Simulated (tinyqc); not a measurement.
MESFET, gradual channel with velocity saturation: two steps of the calculation.

A uniformly doped n-type channel, depleted from the top by a Schottky gate; at channel potential V the depleted share of a is u = sqrt((Vbi - Vg + V)/Vp), s at the source. Electrons drift with v = mu E/(1 + mu E/vsat). Abrupt depletion edge, no series resistance, source at 0.

Inputs (values chosen for the exercise):

| symbol | value | unit | meaning |
|---|---|---|---|
| Vg | -1.1 | V | gate voltage |
| Vd | 0.22 | V | drain voltage |

Task 1. Current below saturation. u = sqrt((Vbi - Vg + Vd)/Vp). I = (G0 Vp/3) F/(1 + Z (u^2 - s^2)), F = 3 (u^2 - s^2) - 2 (u^3 - s^3), with u at V = Vd; Z = 0 gives constant mobility, for which u stops at 1.

Vbi = 0.80656496 V
Vp = 2.5920436 V
G0 = 74.739617 mS
Z = 1.4609700
s = 0.85763926

Wanted: u; F; I for Z = 0; I.

Result 1.

u = 0.9058
F = 0.03007
I for Z = 0 = 1.941 mA
I = 1.727 mA

The falling mobility lowers the current by 11.0 %.

Task 2. Saturation voltage, current and transconductance. Vdsat = Vp (um^2 - s^2); Isat = (G0 Vp/Z)(1 - um), which is q Nd vsat a W (1 - um); gm = G0 (um - s)/(1 + Z (um^2 - s^2)). For Z = 0: Vdsat = Vp (1 - s^2), Isat = (G0 Vp/3)(1 - 3 s^2 + 2 s^3), gm = G0 (1 - s).

um = 0.98026184
Vp = 2.5920436 V
G0 = 74.739617 mS
Z = 1.4609700
s = 0.85763926

Wanted: Vdsat; Isat; gm; Vdsat for Z = 0; Isat for Z = 0; gm for Z = 0.

Result 2.

Vdsat = 0.5842 V
Isat = 2.617 mA
gm = 6.895 mS
Vdsat for Z = 0 = 0.6855 V
Isat for Z = 0 = 3.554 mA
gm for Z = 0 = 10.64 mS

The current saturates with 1.97 % of the channel still open at the drain, at 0.737 of the constant-mobility current.

Program tinyqc, `OMP_NUM_THREADS=1 python tinyqc.py 2500063 2500064 out.jsonl`; Intel Xeon 2.30GHz, shared host, one thread, about 0.04 s.
